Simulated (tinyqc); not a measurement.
Short-channel transistor, virtual-source model with series resistance: two steps of the calculation.

The current per gate width is the charge at the top of the source barrier (the virtual source) times its velocity times a saturation function; al and be are fitting constants of the model. Units: I in uA/um, Rs in ohm um, so I Rs = 1e-6 I Rs in volts; Q in uC/cm^2, so I = 1e-4 Q vx0 Fsat with vx0 in cm/s.

Inputs (values chosen for the exercise): temperature T = 300 K; inversion capacitance Cinv = 1.22 uF/cm^2; velocity at the virtual source vx0 = 2.64e7 cm/s; apparent mobility mu = 97 cm^2/(V s); channel length L = 32 nm; threshold at zero drain voltage VT0 = 0.278 V; drain-induced barrier lowering dl = 0.03 V/V; subthreshold factor n0 = 1.2; growth of n with drain voltage nd = 0 1/V; threshold shift (in units of Vt) from weak to strong inversion al = 3.5; sharpness of saturation be = 1.8; series resistance of each contact Rs = 30 ohm um; gate voltage Vgs = 0.75 V; drain voltage Vds = 0.75 V.

Constants: q = 1.602176634e-19 C, kB = 1.380649e-23 J/K, Vt = kB T/q. Results are converted to the units shown.

Question 1. Current through the series resistance. Intrinsic voltages Vg' = Vgs - I Rs, Vd' = Vds - 2 I Rs. n = n0 + nd Vd', VT = VT0 - dl Vd', Ff = 1/(1 + exp((Vg' - VT + al Vt/2)/(al Vt))), Q = Cinv n Vt ln(1 + exp((Vg' - VT + al Vt Ff)/(n Vt))), Vdsat = (vx0 L/mu)(1 - Ff) + Vt Ff, Fsat = u/(1 + u^be)^(1/be) with u = Vd'/Vdsat, and I(out) = Q vx0 Fsat per width. (Fsat takes the sign of u.) Newton step: I(new) = I + (I(out) - I)/(1 - s), s = dI(out)/dI by a central difference with +/- 0.001 uA/um.

I at the start = 0 uA/um

Find: Vg'; Vd'; VT; Ff; Q; Vdsat; Fsat; I(out); s; I after iteration 1.

Answer 1.

Vg' = 0.75000 V
Vd' = 0.75000 V
VT = 0.25550 V
Ff = 0.0025600
Q = 0.60357 uC/cm^2
Vdsat = 0.86876 V
Fsat = 0.62912
I(out) = 1002.5 uA/um
s = -0.10915
I after iteration 1 = 903.81 uA/um

Question 2. What the series resistance costs. n = n0 + nd Vd', VT = VT0 - dl Vd', Ff = 1/(1 + exp((Vg' - VT + al Vt/2)/(al Vt))), Q = Cinv n Vt ln(1 + exp((Vg' - VT + al Vt Ff)/(n Vt))), Vdsat = (vx0 L/mu)(1 - Ff) + Vt Ff, Fsat = u/(1 + u^be)^(1/be) with u = Vd'/Vdsat, and I = Q vx0 Fsat per width. I0 is the current for Rs = 0. Effective velocity I/Q; transit time L Q/I.

converged I = 904.45363 uA/um
I0 = 1002.4640 uA/um

Wanted: loss against I0; effective velocity; transit time.

Answer 2.

loss against I0 = 9.777 %
effective velocity = 1.591e7 cm/s
transit time = 0.2012 ps

Numbers from tinyqc (`OMP_NUM_THREADS=1 python tinyqc.py 2380089 2380090 out.jsonl`; about 0.01 s on one thread of a shared Intel Xeon 2.30GHz).
